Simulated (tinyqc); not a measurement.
Length of a molecular wire: coherent transport through a tight-binding bridge. Computed by the program tinyqc. Command: `OMP_NUM_THREADS=1 python tinyqc.py 114810 114811 out.jsonl`; one thread of a shared host (Intel(R) Xeon(R) Processor @ 2.60GHz), about 1 s.

A uniform bridge between two chains:
```
parameter,value
site energy (eV),3.720000
hopping in the bridge (eV),1.300000
lead hopping (eV),2.070000
couplings (eV),"0.84, 1.13"
E (eV),0.480000
```

T = Gamma_L Gamma_R |G_1n|^2 with the self-energies of semi-infinite chains.

Transmission against length:
```
sites,T,ln T
2,1.5559e-02,-4.163
3,3.8268e-03,-5.566
4,9.6013e-04,-6.948
5,2.4211e-04,-8.326
6,6.1127e-05,-9.703
7,1.5438e-05,-11.079
8,3.8994e-06,-12.455
9,9.8494e-07,-13.831
10,2.4878e-07,-15.207
```

E lies outside the band of the bridge (|E - e|/2h = 1.246 > 1), so T decays as exp(-beta n) with beta = 2 arccosh(1.246) = 1.3760 a site; the last two rows give 1.3760.
